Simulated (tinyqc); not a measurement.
# Single-photon avalanche diode, trigger probability and counting: effect of the width of the multiplication layer

A multiplication layer of width W with the uniform field V/W; alpha = an exp(-bn/E) for electrons, beta = ap exp(-bp/E) for holes (local model, no dead space). a = alpha W, b = beta W. Electrons enter at x = 0, holes at x = W. P0 is the probability that an electron entering at 0 starts a lasting avalanche, PW the same for a hole entering at W.

Breakdown: ln(a/b) = a - b with a not equal to b. Above it PW/(1 - PW) = [P0/(1 - P0)] exp(b - a) and b ln(1 - P0) = a ln(1 - PW); the mean over pairs made evenly in the layer is Pm = ln[(1 - PW)/(1 - P0)]/(a - b). The excess bias is 10 % of VB in every row.

Parameters, values chosen for the exercise; ionisation coefficients close to those of germanium:
```
symbol   value   unit             meaning
an      1.58e7   1/cm  electron prefactor
bn        1.53  MV/cm      electron field
ap      9.76e6   1/cm      hole prefactor
bp        1.24  MV/cm          hole field
```

Result of one run:

| W (um) | VB (V) | E at VB (MV/cm) | beta/alpha at VB | P0 | PW |
|---|---|---|---|---|---|
| 0.67 | 13.73 | 0.2049 | 2.544 | 0.5857 | 0.8607 |

What becomes of these results when the width of the multiplication layer W is changed from 0.67 to 3 um, all else the same?

Result of the changed run:

| W (um) | VB (V) | E at VB (MV/cm) | beta/alpha at VB | P0 | PW |
|---|---|---|---|---|---|
| 3 | 50.14 | 0.1671 | 3.503 | 0.6062 | 0.9384 |

The whole series:

| W (um) | VB (V) | E at VB (MV/cm) | beta/alpha at VB | P0 | PW |
|---|---|---|---|---|---|
| 0.15 | 3.962 | 0.2642 | 1.852 | 0.5445 | 0.7322 |
| 0.25 | 6.012 | 0.2405 | 2.063 | 0.5614 | 0.7821 |
| 0.41 | 9.069 | 0.2212 | 2.292 | 0.5749 | 0.8245 |
| 0.67 | 13.73 | 0.2049 | 2.544 | 0.5857 | 0.8607 |
| 1.1 | 20.97 | 0.1907 | 2.827 | 0.5944 | 0.8916 |
| 1.8 | 32.10 | 0.1783 | 3.141 | 0.6011 | 0.9171 |
| 3 | 50.14 | 0.1671 | 3.503 | 0.6062 | 0.9384 |
| 5 | 78.60 | 0.1572 | 3.908 | 0.6096 | 0.9553 |

As W grows, VB rises from 3.96 to 78.6 V, as W^(0.85) on average, the breakdown field falls from 0.264 to 0.157 MV/cm and beta/alpha rises from 1.85 to 3.91. At equal relative excess P0 rises from 0.544 to 0.610 and PW rises from 0.732 to 0.955. For W = 0.15, 0.25 dead space and band-to-band tunnelling, left out here, matter.

Computed by the program tinyqc: `OMP_NUM_THREADS=1 python tinyqc.py 2630070 2630071 out.jsonl`, one thread of a shared Intel Xeon 2.30GHz, about 0.01 s for the whole run.
